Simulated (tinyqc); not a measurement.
## Field length and prefactor from two substrate currents

Problem. For Em = (Vd - Vdsat)/l, Isub/Id = (Ai/Bi)(Vd - Vdsat) exp(-Bi l/(Vd - Vdsat)), and l = sqrt(3 tox xj). Find l, Ai and xj.

Values chosen for this exercise:
- tox = 6.3 nm (oxide thickness)
- Bi = 1.87 MV/cm (ionisation field)

Isub/Id at Vd - Vdsat = 1.7 and 2.3 V: 0.0120615959  0.0603834972

Solution. ln[Isub/(Id (Vd - Vdsat))] is linear in 1/(Vd - Vdsat) with slope -Bi l.

l = 45.60 nm
Ai = 2.000e6 1/cm
xj = 110.0 nm

Program tinyqc, `OMP_NUM_THREADS=1 python tinyqc.py 2550021 2550022 out.jsonl`; Intel Xeon 2.30GHz, shared host, one thread, about 0.01 s.
